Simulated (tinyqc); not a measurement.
Length of a molecular wire: coherent transport through a tight-binding bridge. Computed by the program tinyqc. 

A uniform bridge between two chains:
```
parameter                        value
site energy (eV)              0.250000
hopping in the bridge (eV)    1.250000
lead hopping (eV)             2.660000
couplings (eV)              1.15, 1.09
E (eV)                        0.060000
```

T = Gamma_L Gamma_R |G_1n|^2 with the self-energies of semi-infinite chains.

Transmission against length:
```
sites           T    ln T
2      4.5000e-01  -0.798
3      8.7119e-01  -0.138
4      4.7671e-01  -0.741
5      7.7263e-01  -0.258
6      5.1740e-01  -0.659
7      6.7842e-01  -0.388
8      5.7392e-01  -0.555
9      5.9860e-01  -0.513
10     6.4758e-01  -0.435
```

E lies inside the band of the bridge (|E - e|/2h = 0.076 < 1): T does not decay but oscillates with length, between 0.450 and 0.871 here, as levels of the bridge pass E.
